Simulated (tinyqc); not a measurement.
Thermal and gravitational stress in a wafer during furnace and rapid thermal processing, and the onset of slip: one step, computed by the program tinyqc.

A thin free disc in plane stress, isotropic; T(r) = T_centre + dT (r/R)^n. Stress is positive in tension; sigma_SB = 5.670374419e-8 W/(m^2 K^4), g = 9.80665 m/s^2.

Problem. Slip criterion. With x = r/R: s_rr = alpha E dT (1 - x^n)/(n + 2), s_tt = alpha E dT [1 - (n + 1) x^n]/(n + 2). Critical resolved stress tau_c = A exp(U/(k_B T)), a form chosen for the exercise; slip when 0.492799 |s_tt(R)| > tau_c; allowed |dT| = tau_c (n + 2)/(0.492799 n alpha E).

Inputs (values chosen for the exercise, for a model wafer):
```
quantity,value,unit
Young's modulus E,161,GPa
expansion alpha,4.51,1e-6/K
edge less centre temperature dT,-36,K
exponent n of the profile,6,-
temperature T,1100,K
prefactor A of the critical stress,0.00055,MPa
energy U of the critical stress,1.07,eV
```

Temperature profile: edge zone, power law.

hoop stress at the edge = 19.60497 MPa

Constants: k_B = 8.617333262e-05 eV/K.

Give: critical stress tau_c; resolved over critical stress; allowed |dT|.

Solution.

critical stress tau_c = 43.923 MPa

resolved over critical stress = 0.21996

allowed |dT| = 163.67 K

No slip; the margin is a factor 4.5.
